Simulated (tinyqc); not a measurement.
Koster-Slater impurity in a tight-binding band, by Green functions and by supercells: one step, computed by the program tinyqc.

One orbital per site, e(k) = -2 t sum cos(k_i) over 2 direction(s), band from -4 t to 4 t, lattice constant 1. One site has the extra energy U. Spin is left out.

Problem. Scattering. T = U/(1 - U G0); phase shift delta = -arg(1 - U G0) in (-pi, pi]; host density of states -Im G0/pi; on the impurity -Im[G0/(1 - U G0)]/pi; lifetime of a band state hbar/(-2 c Im T).

Inputs (values chosen for the exercise, for a model band): impurity potential U = 1.87 eV; impurity concentration c = 0.0004 per site.

Lattice: square.

G0(E + i eta) = -0.4839820-0.3837496i 1/eV

Constants: hbar = 6.582119569e-16 eV s.

Give: T matrix; phase shift delta; host density of states; density of states on the impurity; scattering lifetime.

Solution.

T matrix = 0.8596-0.3238i eV

phase shift delta = -0.3603 rad

host density of states = 0.1222 1/eV

density of states on the impurity = 0.02948 1/eV

scattering lifetime = 2541 fs

The Born approximation would take Im T = U^2 Im G0 = -1.34 eV, 4.14 times the full value.
